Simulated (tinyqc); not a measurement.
A particle near a wafer in liquid: double-layer and van der Waals forces (DLVO), deposition barrier and removal: one step, computed by the program tinyqc. Command: `OMP_NUM_THREADS=1 python tinyqc.py 3110294 3110295 out.jsonl dlvo walk`. One thread of a shared host (Intel(R) Xeon(R) Processor @ 2.30GHz), about 0.01 s of CPU time with the checks.

Sphere and flat wall, Derjaguin approximation, constant potentials in the linear-superposition form, no retardation and no hydration force.

Question. Energy and force at one gap. U(h) = Z R exp(-kappa h) - A R/(6 h); F(h) = -dU/dh = kappa Z R exp(-kappa h) - A R/(6 h^2), positive for repulsion.

Inputs (values chosen for the exercise, of the order of those for alumina on silica in water):
```
quantity              value  unit
particle radius R        17    nm
Hamaker constant A  1.3e-20     J
temperature T           298     K
gap h                   1.9    nm
```

Z = 9.207977 pN

kappa = 2.462140 1/nm

Constants: k_B = 1.380649e-23 J/K.

Give: double-layer energy; van der Waals energy; U(h); F(h).

Answer.

double-layer energy = 0.3537 k_B T

van der Waals energy = -4.712 k_B T

U(h) = -4.358 k_B T

F(h) = -6.620 pN
